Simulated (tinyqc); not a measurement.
# From one set of inputs to another, one input at a time

Model: effective-mass impurity with a central-cell term, in a basis of Slater functions. Computed by tinyqc, a small Python program. Command: `OMP_NUM_THREADS=1 python tinyqc.py 3019376 3019377 out.jsonl centralcell ladder`. One thread of a shared host (Intel(R) Xeon(R) Processor @ 2.30GHz), about 0.01 s of CPU time with the checks.

The envelope obeys H = -nabla^2 - (2/r) [Z + A exp(-kappa r)] in effective units, with kappa = a*/lambda; positive A deepens the well near the core.

The inputs printed are set A. Inputs not listed in the table keep their values of set A, so the rows need not describe a real material.

Inputs (values chosen for the exercise, for a model semiconductor):

| quantity | value | unit |
|---|---|---|
| effective mass m | 0.366 | m_0 |
| dielectric constant eps | 9.44 | - |
| charge Z of the core | 1 | - |
| central-cell strength A | 7.7 | - |
| central-cell range lambda | 0.78 | angstrom |

Impurity: donor, one isotropic band.

Constants: Ry = 13.605693123 eV; a_0 = 0.529177210903 angstrom.

Method:
- Units: Ry* = Ry m/eps^2 and a* = a_0 eps/m, with m in m_0.
- kappa = a*/lambda; the hydrogenic ground state is bound by Z^2 Ry*.
- For s functions exp(-zeta r), with s = zeta_i + zeta_j: S = 2/s^3, T = zeta_i zeta_j S, V = -2 Z/s^2, W = -2 A/(s + kappa)^2; each function is normalised by dividing by sqrt(S_ii S_jj).
- Large basis: zeta_i = 0.06 x 1.6^(i-1), i = 1..22, same formulas; for p functions r exp(-zeta r): S = 24/s^5, T = zeta_i zeta_j S (centrifugal term included), V = -12 Z/s^4, W = -12 A/(s + kappa)^4; overlap eigenvalues below 1e-11 are dropped.
- Binding energies are -E Ry*; the effective quantum number is nu = Z/sqrt(-E); |psi(0)|^2 is given relative to the hydrogenic Z^3/(pi a*^3).

Each row keeps all changes above it:

| input moved | from | to | 2s binding energy (meV) | relative \|psi(0)\|^2 | a* (angstrom) |
|---|---|---|---|---|---|
| set A | - | - | 16.653 | 18.350 | 13.649 |
| effective mass m (m_0) | 0.366 | 0.486 | 26.787 | 64.017 | 10.279 |
| central-cell strength A | 7.7 | 3 | 19.926 | 3.654 | 10.279 |
| central-cell range lambda (angstrom) | 0.78 | 2 | 26.713 | 22.654 | 10.279 |
| dielectric constant eps | 9.44 | 11.4 | 16.972 | 15.897 | 12.413 |

Where does the difference come from?

2s binding energy goes from 16.7 to 17.0, a factor 1.019 in all. The largest single move comes from effective mass m (a factor 1.61), and dielectric constant eps works against it (a factor 0.635). Relative |psi(0)|^2 goes from 18.4 to 15.9, a factor 0.866 in all. The largest single move comes from central-cell strength A (a factor 0.0571), and central-cell range lambda works against it (a factor 6.20). a* goes from 13.6 to 12.4, a factor 0.909 in all. The largest single move comes from effective mass m (a factor 0.753), and dielectric constant eps works against it (a factor 1.21). The single moves hold for this order of the switches; the total does not depend on the order.

Caution (rows set A, effective mass m, central-cell range lambda, dielectric constant eps): the density at the core is many times hydrogenic, so the result hangs on the model potential inside one cell, where the envelope picture is weak.

Extremes, crossings and ranges named in words are read from the listed rows.
